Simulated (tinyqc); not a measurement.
Flattening the wire at fixed area: round or elliptic silicon nanowire with anisotropic valleys (Ritz method).

Wire along x = [110] on a (001) wafer, y = [-110], z = [001]. Valley groups (w = inverse masses): A, two valleys along z: w_y = 1/mt, w_z = 1/ml, m_x = mt; B, four valleys in the wafer plane: w_y = (1/ml + 1/mt)/2, w_z = 1/mt, m_x = (ml + mt)/2.

Hard wall on the ellipse (y/a)^2 + (z/b)^2 = 1, c = hbar^2/2m0. With u = y/a, v = z/b the operator is -c [(w_y/a^2) d2/du2 + (w_z/b^2) d2/dv2] on the unit disc. Basis (1 - u^2 - v^2) u^i v^j; S, X and Y are the disc integrals of f f', (df/du)(df'/du) and (df/dv)(df'/dv), from the integral of u^p v^q = 2 Gamma((p+1)/2) Gamma((q+1)/2)/((p + q + 2) Gamma((p+q+2)/2)) for even p, q; H = c (w_y X/a^2 + w_z Y/b^2).

Converged values use 21 functions of each parity class (e or o in u, then in v).

Constants: hbar^2/2m0 = 3.80998211 eV angstrom^2.

Parameters, chosen for this exercise (near those of a Si nanowire; shifted at random, so the results belong to these values and not to a real crystal):
```
symbol  value                              unit  meaning
ml      0.917                              m0    longitudinal mass
mt      0.191                              m0    transverse mass
asp     (0.4, 0.6, 0.8, 1, 1.3, 1.8, 2.5)        ratios a/b
area    40.7                               nm^2  cross-section, kept fixed
```

a = sqrt(area x ratio/pi), b = a/ratio, 1 nm^2 = 100 angstrom^2; lowest level of each group.

Levels (eV):
```
a/b  a (angstrom)  b (angstrom)       A       B
0.4          22.8          56.9  0.1072  0.0840
0.6          27.9          46.5  0.0763  0.0714
0.8          32.2          40.2  0.0613  0.0692
1.0          36.0          36.0  0.0529  0.0713
1.3          41.0          31.6  0.0460  0.0780
1.8          48.3          26.8  0.0414  0.0932
2.5          56.9          22.8  0.0410  0.1176
```

What can be read from this table?

Each group is lowest where its stretched ellipse is a circle, at a/b = sqrt(w_y/w_z): 2.19 for A and 0.78 for B. The lowest group is B in the first row and A in the last, crossing between a/b = 0.6 and 0.8; B - A is -23 meV in the first row and +77 meV in the last.

Computed by tinyqc, a small Python program: `OMP_NUM_THREADS=1 python tinyqc.py 1252638 1252639 out.jsonl` (the numbers bound the seed that draws the inputs); one thread of a shared host (Intel(R) Xeon(R) Processor @ 2.30GHz), about 0.07 s for the whole set of steps.
